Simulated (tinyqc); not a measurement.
Width of the well: finite square well with mass mismatch (envelope functions).

A square well of width L and depth V0, mass mw inside and mb outside, energies from the bottom of the well, c = hbar^2/2m0. k = sqrt(mw E/c), kappa = sqrt(mb (V0 - E)/c). psi and psi'/m are continuous at the walls (BenDaniel-Duke), so level n solves k L + 2 atan[(k/mw)/(kappa/mb)] = n pi.

Constants: hbar^2/2m0 = 3.80998211 eV angstrom^2.

Inputs chosen for the exercise (near those of a GaAs well in AlGaAs; not measured data): V0 = 0.186 eV (barrier height); mw = 0.0657 m0 (mass in the well); mb = 0.0861 m0 (mass in the barrier); Ls = (28, 39, 54, 76, 107, 149, 209) angstrom (widths).

Levels against L, beside the infinite well E1(hard) = c (pi/L)^2/mw; Pb is the probability of level 1 in the barriers; a dash marks an unbound level.

Levels:

| L (angstrom) | bound levels | E1 (eV) | E2 (eV) | E1(hard) (eV) | Pb |
|---|---|---|---|---|---|
| 28 | 1 | 0.1123 | - | 0.7300 | 0.398 |
| 39 | 1 | 0.0865 | - | 0.3763 | 0.257 |
| 54 | 1 | 0.0626 | - | 0.1963 | 0.153 |
| 76 | 2 | 0.0417 | 0.1533 | 0.0991 | 0.081 |
| 107 | 2 | 0.0262 | 0.1018 | 0.0500 | 0.040 |
| 149 | 3 | 0.0159 | 0.0630 | 0.0258 | 0.019 |
| 209 | 4 | 0.0092 | 0.0366 | 0.0131 | 0.008 |

The infinite well overestimates E1 by a factor 6.50 at 28 angstrom and 1.43 at 209 angstrom. The local exponent d ln E1/d ln L goes from -0.79 (first two rows) to -1.62 (last two), towards the -2 of hard walls, as Pb falls from 0.398 to 0.008. E2 - E1 is largest at 76 angstrom of the widths listed.

Run: tinyqc, `OMP_NUM_THREADS=1 python tinyqc.py 1282071 1282072 out.jsonl`; Intel(R) Xeon(R) Processor @ 2.30GHz, one thread, shared host; about 0.01 s of CPU time with all checks.
